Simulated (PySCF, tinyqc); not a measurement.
RHF in the 3-21g basis, for H3-, spin multiplicity 1, step by step (part 1 of 2). The basis has no diffuse functions, so it cannot describe the extra electron: this is an exercise in the method, not the real anion. The lowest restricted solution is unstable here: a spin-polarised one lies 0.0336 hartree lower (PySCF). Computed by tinyqc, a small Python program that keeps every step (integrals from PySCF). Settings: charge = -1, multiplicity = 1, basis = 3-21g, energy threshold = 1e-10, iteration cap = 52, orthogonalisation = symmetric, start = core, DIIS depth = 3, DIIS from iteration = 3, method = RHF. Command: `OMP_NUM_THREADS=1 python tinyqc.py 26902 26903 out.jsonl` (the two numbers bound the seeds that draw the settings). One thread of a shared host (Intel(R) Xeon(R) Processor @ 2.60GHz), about 0.09 s of CPU time with the checks. Later iterations appear only in the table of the cycle.

## One-electron integrals

Geometry (angstrom):
```
atom         x         y         z
H     0.000000  0.000000  0.000000
H     0.000000  0.000000  1.107000
H     0.000000  1.133000  0.405000
```

Basis 3-21g: exponents (1/bohr^2) and contraction coefficients of normalised primitives:
```
element  l (shell)  exponent  coefficient
H            s (1)  5.447178     0.156285
H            s (1)  0.824547     0.904691
H            s (2)  0.183192     1.000000
```

Overlap, kinetic and nuclear-attraction integrals over the contracted functions; the nuclear repulsion is the sum of Za Zb / Rab.

nuclear repulsion = 1.31485917 hartree

overlap S, order 1H 1s, 1H 2s, 2H 1s, 2H 2s, 3H 1s, 3H 2s:
```
[[1.000000, 0.645899, 0.141569, 0.333257, 0.101003, 0.295587],
 [0.645899, 1.000000, 0.333257, 0.669758, 0.295587, 0.622793],
 [0.141569, 0.333257, 1.000000, 0.645899, 0.061530, 0.247538],
 [0.333257, 0.669758, 0.645899, 1.000000, 0.247538, 0.559293],
 [0.101003, 0.295587, 0.061530, 0.247538, 1.000000, 0.645899],
 [0.295587, 0.622793, 0.247538, 0.559293, 0.645899, 1.000000]]
```

kinetic energy T (hartree), order 1H 1s, 1H 2s, 2H 1s, 2H 2s, 3H 1s, 3H 2s:
```
[[1.549405, 0.293152, -0.049811, 0.084382, -0.062792, 0.064113],
 [0.293152, 0.274788, 0.084382, 0.134861, 0.064113, 0.117110],
 [-0.049811, 0.084382, 1.549405, 0.293152, -0.062340, 0.040410],
 [0.084382, 0.134861, 0.293152, 0.274788, 0.040410, 0.094150],
 [-0.062792, 0.064113, -0.062340, 0.040410, 1.549405, 0.293152],
 [0.064113, 0.117110, 0.040410, 0.094150, 0.293152, 0.274788]]
```

nuclear attraction V (hartree), order 1H 1s, 1H 2s, 2H 1s, 2H 2s, 3H 1s, 3H 2s:
```
[[-2.638681, -1.374281, -0.328614, -0.727060, -0.225319, -0.641495],
 [-1.374281, -1.543081, -0.716270, -1.096200, -0.622782, -1.016341],
 [-0.328614, -0.716270, -2.595914, -1.346902, -0.131870, -0.527319],
 [-0.727060, -1.096200, -1.346902, -1.510663, -0.519331, -0.912281],
 [-0.225319, -0.622782, -0.131870, -0.519331, -2.557734, -1.322750],
 [-0.641495, -1.016341, -0.527319, -0.912281, -1.322750, -1.484797]]
```

core Hamiltonian H = T + V (hartree), order 1H 1s, 1H 2s, 2H 1s, 2H 2s, 3H 1s, 3H 2s:
```
[[-1.089276, -1.081129, -0.378425, -0.642679, -0.288111, -0.577382],
 [-1.081129, -1.268293, -0.631888, -0.961339, -0.558669, -0.899231],
 [-0.378425, -0.631888, -1.046509, -1.053750, -0.194211, -0.486909],
 [-0.642679, -0.961339, -1.053750, -1.235875, -0.478922, -0.818131],
 [-0.288111, -0.558669, -0.194211, -0.478922, -1.008329, -1.029598],
 [-0.577382, -0.899231, -0.486909, -0.818131, -1.029598, -1.210009]]
```

## Two-electron integrals

Functions are numbered as in S; the eight-fold symmetry (ij|kl) = (ji|kl) = (kl|ij) leaves the list below.

Two-electron integrals (ij|kl) in chemists' order, unique and non-zero (hartree):
```
(11|11) 1.140145   (21|11) 0.611403   (21|21) 0.345152   (22|11) 0.626370
(22|21) 0.380329   (22|22) 0.482957   (31|11) 0.114370   (31|21) 0.067244
(31|22) 0.078855   (31|31) 0.020543   (32|11) 0.184077   (32|21) 0.114914
(32|22) 0.153688   (32|31) 0.038810   (32|32) 0.091279   (33|11) 0.475619
(33|21) 0.303820   (33|22) 0.429787   (33|31) 0.114370   (33|32) 0.305225
(33|33) 1.140145   (41|11) 0.305225   (41|21) 0.173598   (41|22) 0.193706
(41|31) 0.038810   (41|32) 0.068015   (41|33) 0.184077   (41|41) 0.091279
(42|11) 0.376697   (42|21) 0.231494   (42|22) 0.303094   (42|31) 0.058594
(42|32) 0.125890   (42|33) 0.376697   (42|41) 0.125890   (42|42) 0.216643
(43|11) 0.303820   (43|21) 0.192891   (43|22) 0.270788   (43|31) 0.067244
(43|32) 0.173598   (43|33) 0.611403   (43|41) 0.114914   (43|42) 0.231494
(43|43) 0.345152   (44|11) 0.429787   (44|21) 0.270788   (44|22) 0.379828
(44|31) 0.078855   (44|32) 0.193706   (44|33) 0.626370   (44|41) 0.153688
(44|42) 0.303094   (44|43) 0.380329   (44|44) 0.482957   (51|11) 0.077941
(51|21) 0.046289   (51|22) 0.055236   (51|31) 0.010154   (51|32) 0.018516
(51|33) 0.049560   (51|41) 0.024422   (51|42) 0.036014   (51|43) 0.031543
(51|44) 0.044115   (51|51) 0.010426   (52|11) 0.152751   (52|21) 0.096074
(52|22) 0.131177   (52|31) 0.022065   (52|32) 0.045722   (52|33) 0.127834
(52|41) 0.051298   (52|42) 0.089268   (52|43) 0.081628   (52|44) 0.117125
(52|51) 0.024117   (52|52) 0.071732   (53|11) 0.033738   (53|21) 0.021243
(53|22) 0.028688   (53|31) 0.006543   (53|32) 0.014623   (53|33) 0.044562
(53|41) 0.012349   (53|42) 0.022512   (53|43) 0.026816   (53|44) 0.032773
(53|51) 0.004860   (53|52) 0.013220   (53|53) 0.003862   (54|11) 0.119586
(54|21) 0.075723   (54|22) 0.105477   (54|31) 0.018859   (54|32) 0.040907
(54|33) 0.117186   (54|41) 0.041455   (54|42) 0.075663   (54|43) 0.074316
(54|44) 0.104084   (54|51) 0.019044   (54|52) 0.058707   (54|53) 0.011994
(54|54) 0.050230   (55|11) 0.438744   (55|21) 0.281513   (55|22) 0.406977
(55|31) 0.065094   (55|32) 0.140960   (55|33) 0.396697   (55|41) 0.151057
(55|42) 0.282119   (55|43) 0.255435   (55|44) 0.377826   (55|51) 0.077941
(55|52) 0.269130   (55|53) 0.044562   (55|54) 0.223432   (55|55) 1.140145
(61|11) 0.269130   (61|21) 0.153271   (61|22) 0.171408   (61|31) 0.031339
(61|32) 0.054405   (61|33) 0.144966   (61|41) 0.078371   (61|42) 0.106906
(61|43) 0.091687   (61|44) 0.127174   (61|51) 0.024117   (61|52) 0.051216
(61|53) 0.011132   (61|54) 0.040353   (61|55) 0.152751   (61|61) 0.071732
(62|11) 0.343867   (62|21) 0.211732   (62|22) 0.278639   (62|31) 0.046948
(62|32) 0.095919   (62|33) 0.273679   (62|41) 0.110465   (62|42) 0.183531
(62|43) 0.172131   (62|44) 0.240193   (62|51) 0.038853   (62|52) 0.103051
(62|53) 0.021311   (62|54) 0.083989   (62|55) 0.343867   (62|61) 0.103051
(62|62) 0.187325   (63|11) 0.126635   (63|21) 0.079754   (63|22) 0.109243
(63|31) 0.027031   (63|32) 0.065962   (63|33) 0.223432   (63|41) 0.047244
(63|42) 0.090793   (63|43) 0.127492   (63|44) 0.143049   (63|51) 0.014264
(63|52) 0.037063   (63|53) 0.011994   (63|54) 0.033812   (63|55) 0.117186
(63|61) 0.038996   (63|62) 0.072740   (63|63) 0.050230   (64|11) 0.262720
(64|21) 0.164315   (64|22) 0.225606   (64|31) 0.043268   (64|32) 0.098458
(64|33) 0.300645   (64|41) 0.090595   (64|42) 0.167593   (64|43) 0.185634
(64|44) 0.246085   (64|51) 0.031420   (64|52) 0.088146   (64|53) 0.021247
(64|54) 0.076653   (64|55) 0.300645   (64|61) 0.081056   (64|62) 0.157632
(64|63) 0.076653   (64|64) 0.151073   (65|11) 0.281513   (65|21) 0.179718
(65|22) 0.257452   (65|31) 0.041624   (65|32) 0.090134   (65|33) 0.255435
(65|41) 0.096163   (65|42) 0.178022   (65|43) 0.163909   (65|44) 0.240182
(65|51) 0.046289   (65|52) 0.153271   (65|53) 0.026816   (65|54) 0.127492
(65|55) 0.611403   (65|61) 0.096074   (65|62) 0.211732   (65|63) 0.074316
(65|64) 0.185634   (65|65) 0.345152   (66|11) 0.406977   (66|21) 0.257452
(66|22) 0.365595   (66|31) 0.059314   (66|32) 0.130044   (66|33) 0.377826
(66|41) 0.136343   (66|42) 0.250863   (66|43) 0.240182   (66|44) 0.346459
(66|51) 0.055236   (66|52) 0.171408   (66|53) 0.032773   (66|54) 0.143049
(66|55) 0.626370   (66|61) 0.131177   (66|62) 0.278639   (66|63) 0.104084
(66|64) 0.246085   (66|65) 0.380329   (66|66) 0.482957
```

## Orthogonalisation

S = U s U^T; symmetric (Loewdin) form X = U s^(-1/2) U^T, so that X^T S X = 1.

eigenvalues of S: [0.180715, 0.221579, 0.384582, 0.989088, 1.168800, 3.055236]

X, order 1H 1s, 1H 2s, 2H 1s, 2H 2s, 3H 1s, 3H 2s:
```
[[1.246303, -0.504452, 0.012346, 0.010690, 0.026236, 0.014115],
 [-0.504452, 1.690117, 0.001575, -0.446394, 0.000903, -0.373459],
 [0.012346, 0.001575, 1.245499, -0.496572, 0.033542, 0.017240],
 [0.010690, -0.446394, -0.496572, 1.611675, 0.012787, -0.270403],
 [0.026236, 0.000903, 0.033542, 0.012787, 1.245384, -0.494227],
 [0.014115, -0.373459, 0.017240, -0.270403, -0.494227, 1.552878]]
```

## Starting guess

The start is the orbitals of the core Hamiltonian; D = 2 C_occ C_occ^T.

D at the start, order 1H 1s, 1H 2s, 2H 1s, 2H 2s, 3H 1s, 3H 2s:
```
[[0.226068, 0.172942, 0.235604, 0.213196, 0.081554, 0.001641],
 [0.172942, 0.136000, 0.202050, 0.200841, 0.021554, -0.060193],
 [0.235604, 0.202050, 0.374144, 0.444722, -0.155741, -0.360555],
 [0.213196, 0.200841, 0.444722, 0.586131, -0.339660, -0.625321],
 [0.081554, 0.021554, -0.155741, -0.339660, 0.480062, 0.678731],
 [0.001641, -0.060193, -0.360555, -0.625321, 0.678731, 1.020497]]
```

## Iteration 1: building the Fock matrix

J_ij = sum D_kl (ij|kl), K_ij = sum D_kl (ik|jl); F = H + J - 0.5 K; E = tr D H + tr D J / 2 - 0.25 tr D K + E_nn.

Coulomb J (hartree), order 1H 1s, 1H 2s, 2H 1s, 2H 2s, 3H 1s, 3H 2s:
```
[[2.139477, 1.305881, 0.330991, 0.707781, 0.241475, 0.631818],
 [1.305881, 1.724831, 0.732456, 1.237720, 0.687293, 1.178978],
 [0.330991, 0.732456, 2.288887, 1.370259, 0.147411, 0.547774],
 [0.707781, 1.237720, 1.370259, 1.753793, 0.575867, 1.069625],
 [0.241475, 0.687293, 0.147411, 0.575867, 2.488104, 1.469938],
 [0.631818, 1.178978, 0.547774, 1.069625, 1.469938, 1.831152]]
```

exchange K (hartree), order 1H 1s, 1H 2s, 2H 1s, 2H 2s, 3H 1s, 3H 2s:
```
[[0.860534, 0.770331, 0.501884, 0.636576, 0.308354, 0.513885],
 [0.770331, 0.865456, 0.652281, 0.790820, 0.572628, 0.732057],
 [0.501884, 0.652281, 1.189389, 0.923954, 0.040316, 0.342161],
 [0.636576, 0.790820, 0.923954, 0.916111, 0.380543, 0.596771],
 [0.308354, 0.572628, 0.040316, 0.380543, 1.492436, 1.109779],
 [0.513885, 0.732057, 0.342161, 0.596771, 1.109779, 1.032950]]
```

Fock matrix F (hartree), order 1H 1s, 1H 2s, 2H 1s, 2H 2s, 3H 1s, 3H 2s:
```
[[0.619934, -0.160413, -0.298376, -0.253186, -0.200812, -0.202506],
 [-0.160413, 0.023810, -0.225572, -0.119029, -0.157690, -0.086281],
 [-0.298376, -0.225572, 0.647683, -0.145468, -0.066958, -0.110216],
 [-0.253186, -0.119029, -0.145468, 0.059863, -0.093326, -0.046891],
 [-0.200812, -0.157690, -0.066958, -0.093326, 0.733556, -0.114549],
 [-0.202506, -0.086281, -0.110216, -0.046891, -0.114549, 0.104668]]
```

total energy of this density = -1.14332959 hartree

## Iteration 1: diagonalisation and new density

Diagonalise F' = X^T F X, C = X C', fill 2 alpha and 2 beta electrons from the bottom; D = 2 C_occ C_occ^T. Each column has its largest component positive (the first on a tie).

F' = X^T F X (hartree):
```
[[1.144358, -0.602668, -0.187388, -0.128874, -0.078097, -0.092678],
 [-0.602668, 0.607852, -0.121152, -0.152749, -0.084618, -0.119018],
 [-0.187388, -0.121152, 1.186781, -0.651855, 0.056971, -0.019195],
 [-0.128874, -0.152749, -0.651855, 0.619025, -0.018538, -0.063049],
 [-0.078097, -0.084618, 0.056971, -0.018538, 1.292162, -0.703911],
 [-0.092678, -0.119018, -0.019195, -0.063049, -0.703911, 0.644581]]
```

orbital energies (hartree): [-0.155421, 0.232419, 0.514236, 1.503906, 1.639046, 1.760573]

coefficients C, order 1H 1s, 1H 2s, 2H 1s, 2H 2s, 3H 1s, 3H 2s:
```
[[0.232959, -0.022196, 0.114399, 1.141115, 0.637306, -0.180953],
 [0.364290, -0.087090, 1.243710, -1.052139, -0.699984, 0.406975],
 [0.197083, -0.162354, -0.089777, 0.646512, -1.049849, 0.453879],
 [0.290456, -0.722863, -0.890481, -0.475850, 1.192644, -0.260874],
 [0.127213, 0.217766, -0.054908, -0.020707, 0.450667, 1.235746],
 [0.142090, 0.967506, -0.494331, 0.336613, -0.520852, -1.132942]]
```

D after iteration 1, order 1H 1s, 1H 2s, 2H 1s, 2H 2s, 3H 1s, 3H 2s:
```
[[0.109525, 0.173595, 0.099032, 0.167418, 0.049604, 0.023253],
 [0.173595, 0.280584, 0.171870, 0.337529, 0.054754, -0.064997],
 [0.099032, 0.171870, 0.130401, 0.349207, -0.020568, -0.258151],
 [0.167418, 0.337529, 0.349207, 1.213790, -0.240931, -1.316207],
 [0.049604, 0.054754, -0.020568, -0.240931, 0.127211, 0.457532],
 [0.023253, -0.064997, -0.258151, -1.316207, 0.457532, 1.912517]]
```

## Iteration 2: building the Fock matrix

As before.

Coulomb J (hartree), order 1H 1s, 1H 2s, 2H 1s, 2H 2s, 3H 1s, 3H 2s:
```
[[2.019261, 1.240025, 0.306923, 0.667408, 0.221218, 0.594159],
 [1.240025, 1.656132, 0.678639, 1.176242, 0.621800, 1.112077],
 [0.306923, 0.678639, 2.089438, 1.270779, 0.133595, 0.504460],
 [0.667408, 1.176242, 1.270779, 1.668636, 0.519266, 1.002287],
 [0.221218, 0.621800, 0.133595, 0.519266, 2.191727, 1.326132],
 [0.594159, 1.112077, 0.504460, 1.002287, 1.326132, 1.719216]]
```

exchange K (hartree), order 1H 1s, 1H 2s, 2H 1s, 2H 2s, 3H 1s, 3H 2s:
```
[[0.771032, 0.750285, 0.431138, 0.605897, 0.291002, 0.504967],
 [0.750285, 0.907513, 0.598137, 0.807542, 0.515939, 0.746223],
 [0.431138, 0.598137, 0.939985, 0.833850, 0.063805, 0.312900],
 [0.605897, 0.807542, 0.833850, 0.933171, 0.330404, 0.580776],
 [0.291002, 0.515939, 0.063805, 0.330404, 1.076108, 0.942691],
 [0.504967, 0.746223, 0.312900, 0.580776, 0.942691, 1.030079]]
```

Fock matrix F (hartree), order 1H 1s, 1H 2s, 2H 1s, 2H 2s, 3H 1s, 3H 2s:
```
[[0.544469, -0.216247, -0.287071, -0.278219, -0.212393, -0.235707],
 [-0.216247, -0.065917, -0.252318, -0.188868, -0.194839, -0.160266],
 [-0.287071, -0.252318, 0.572936, -0.199896, -0.092518, -0.138899],
 [-0.278219, -0.188868, -0.199896, -0.033824, -0.124857, -0.106231],
 [-0.212393, -0.194839, -0.092518, -0.124857, 0.645343, -0.174811],
 [-0.235707, -0.160266, -0.138899, -0.106231, -0.174811, -0.005833]]
```

total energy of this density = -1.35024256 hartree

## Iteration 2: diagonalisation and new density

As before.

F' = X^T F X (hartree):
```
[[1.075166, -0.612530, -0.157587, -0.126425, -0.074373, -0.096089],
 [-0.612530, 0.548591, -0.122392, -0.172453, -0.092028, -0.137323],
 [-0.157587, -0.122392, 1.114162, -0.652945, 0.034968, -0.019405],
 [-0.126425, -0.172453, -0.652945, 0.532774, -0.019350, -0.055033],
 [-0.074373, -0.092028, 0.034968, -0.019350, 1.200984, -0.691198],
 [-0.096089, -0.137323, -0.019405, -0.055033, -0.691198, 0.528311]]
```

orbital energies (hartree): [-0.249627, 0.143558, 0.451196, 1.452949, 1.557562, 1.644350]

coefficients C, order 1H 1s, 1H 2s, 2H 1s, 2H 2s, 3H 1s, 3H 2s:
```
[[0.219499, -0.021703, 0.146179, 1.144718, 0.631379, -0.172797],
 [0.359741, -0.087222, 1.216241, -1.065521, -0.727105, 0.411616],
 [0.183565, -0.155392, -0.102501, 0.647731, -1.060946, 0.431181],
 [0.278308, -0.764233, -0.855416, -0.448039, 1.207356, -0.255048],
 [0.132737, 0.193377, -0.061522, -0.013796, 0.433194, 1.245220],
 [0.180208, 0.975498, -0.502228, 0.327403, -0.481513, -1.137288]]
```

D after iteration 2, order 1H 1s, 1H 2s, 2H 1s, 2H 2s, 3H 1s, 3H 2s:
```
[[0.097301, 0.161711, 0.087330, 0.155349, 0.049877, 0.036769],
 [0.161711, 0.274042, 0.159179, 0.333553, 0.061768, -0.040513],
 [0.087330, 0.159179, 0.115686, 0.339687, -0.011367, -0.237009],
 [0.155349, 0.333553, 0.339687, 1.323016, -0.221687, -1.390709],
 [0.049877, 0.061768, -0.011367, -0.221687, 0.110028, 0.425119],
 [0.036769, -0.040513, -0.237009, -1.390709, 0.425119, 1.968141]]
```

## Iteration 3: building the Fock matrix

As before.

Coulomb J (hartree), order 1H 1s, 1H 2s, 2H 1s, 2H 2s, 3H 1s, 3H 2s:
```
[[1.997722, 1.228682, 0.304677, 0.661671, 0.219084, 0.588750],
 [1.228682, 1.645842, 0.675895, 1.170886, 0.615884, 1.104792],
 [0.304677, 0.675895, 2.082486, 1.267586, 0.132628, 0.502368],
 [0.661671, 1.170886, 1.267586, 1.665937, 0.514514, 0.997307],
 [0.219084, 0.615884, 0.132628, 0.514514, 2.166563, 1.313388],
 [0.588750, 1.104792, 0.502368, 0.997307, 1.313388, 1.708377]]
```

exchange K (hartree), order 1H 1s, 1H 2s, 2H 1s, 2H 2s, 3H 1s, 3H 2s:
```
[[0.744596, 0.734636, 0.420771, 0.595666, 0.292350, 0.501715],
 [0.734636, 0.901183, 0.594430, 0.807130, 0.513704, 0.746027],
 [0.420771, 0.594430, 0.932489, 0.836922, 0.068856, 0.314985],
 [0.595666, 0.807130, 0.836922, 0.944257, 0.329099, 0.581902],
 [0.292350, 0.513704, 0.068856, 0.329099, 1.042867, 0.927201],
 [0.501715, 0.746027, 0.314985, 0.581902, 0.927201, 1.026597]]
```

Fock matrix F (hartree), order 1H 1s, 1H 2s, 2H 1s, 2H 2s, 3H 1s, 3H 2s:
```
[[0.536148, -0.219765, -0.284133, -0.278840, -0.215202, -0.239490],
 [-0.219765, -0.073042, -0.253209, -0.194017, -0.199637, -0.167453],
 [-0.284133, -0.253209, 0.569733, -0.204625, -0.096011, -0.142034],
 [-0.278840, -0.194017, -0.204625, -0.042066, -0.128956, -0.111774],
 [-0.215202, -0.199637, -0.096011, -0.128956, 0.636801, -0.179811],
 [-0.239490, -0.167453, -0.142034, -0.111774, -0.179811, -0.014930]]
```

total energy of this density = -1.35231188 hartree

## Iteration 3: diagonalisation and new density

As before.

F' = X^T F X (hartree):
```
[[1.064883, -0.610096, -0.153671, -0.125189, -0.075557, -0.097668],
 [-0.610096, 0.542493, -0.120907, -0.173361, -0.093644, -0.139934],
 [-0.153671, -0.120907, 1.112893, -0.655434, 0.032338, -0.020277],
 [-0.125189, -0.173361, -0.655434, 0.525293, -0.020599, -0.054178],
 [-0.075557, -0.093644, 0.032338, -0.020599, 1.191318, -0.688542],
 [-0.097668, -0.139934, -0.020277, -0.054178, -0.688542, 0.519309]]
```

orbital energies (hartree): [-0.257521, 0.138078, 0.445273, 1.444875, 1.552449, 1.633034]

coefficients C, order 1H 1s, 1H 2s, 2H 1s, 2H 2s, 3H 1s, 3H 2s:
```
[[0.218374, -0.020138, 0.149419, 1.173302, 0.574381, -0.178680],
 [0.357320, -0.078330, 1.214790, -1.100942, -0.670648, 0.422301],
 [0.181201, -0.155082, -0.102648, 0.596731, -1.077421, 0.463771],
 [0.276400, -0.777453, -0.844471, -0.388770, 1.219213, -0.291817],
 [0.134757, 0.190100, -0.064058, -0.004107, 0.466050, 1.233531],
 [0.186689, 0.971370, -0.511115, 0.313031, -0.522749, -1.121548]]
```

D after iteration 3, order 1H 1s, 1H 2s, 2H 1s, 2H 2s, 3H 1s, 3H 2s:
```
[[0.096185, 0.159213, 0.085385, 0.152030, 0.051198, 0.042413],
 [0.159213, 0.267626, 0.153789, 0.319322, 0.066522, -0.018759],
 [0.085385, 0.153789, 0.113769, 0.341307, -0.010126, -0.233628],
 [0.152030, 0.319322, 0.341307, 1.361661, -0.221093, -1.407187],
 [0.051198, 0.066522, -0.010126, -0.221093, 0.108595, 0.419629],
 [0.042413, -0.018759, -0.233628, -1.407187, 0.419629, 1.956823]]
```

## Iteration 4: building the Fock matrix

As before.

Coulomb J (hartree), order 1H 1s, 1H 2s, 2H 1s, 2H 2s, 3H 1s, 3H 2s:
```
[[1.994637, 1.227055, 0.304537, 0.660947, 0.218767, 0.588000],
 [1.227055, 1.644404, 0.676316, 1.170693, 0.614725, 1.103578],
 [0.304537, 0.676316, 2.085096, 1.269104, 0.132529, 0.502643],
 [0.660947, 1.170693, 1.269104, 1.667400, 0.513592, 0.996803],
 [0.218767, 0.614725, 0.132529, 0.513592, 2.161194, 1.310517],
 [0.588000, 1.103578, 0.502643, 0.996803, 1.310517, 1.705741]]
```

exchange K (hartree), order 1H 1s, 1H 2s, 2H 1s, 2H 2s, 3H 1s, 3H 2s:
```
[[0.740476, 0.731962, 0.418102, 0.593382, 0.294805, 0.502879],
 [0.731962, 0.899616, 0.593664, 0.806742, 0.514508, 0.746554],
 [0.418102, 0.593664, 0.935775, 0.840762, 0.069196, 0.315487],
 [0.593382, 0.806742, 0.840762, 0.948754, 0.328326, 0.581752],
 [0.294805, 0.514508, 0.069196, 0.328326, 1.036347, 0.922945],
 [0.502879, 0.746554, 0.315487, 0.581752, 0.922945, 1.023563]]
```

Fock matrix F (hartree), order 1H 1s, 1H 2s, 2H 1s, 2H 2s, 3H 1s, 3H 2s:
```
[[0.535123, -0.220055, -0.282939, -0.278423, -0.216746, -0.240821],
 [-0.220055, -0.073697, -0.252404, -0.194016, -0.201199, -0.168930],
 [-0.282939, -0.252404, 0.570699, -0.205027, -0.096280, -0.142010],
 [-0.278423, -0.194016, -0.205027, -0.042852, -0.129492, -0.112204],
 [-0.216746, -0.201199, -0.096280, -0.129492, 0.634691, -0.180553],
 [-0.240821, -0.168930, -0.142010, -0.112204, -0.180553, -0.016049]]
```

total energy of this density = -1.35246216 hartree
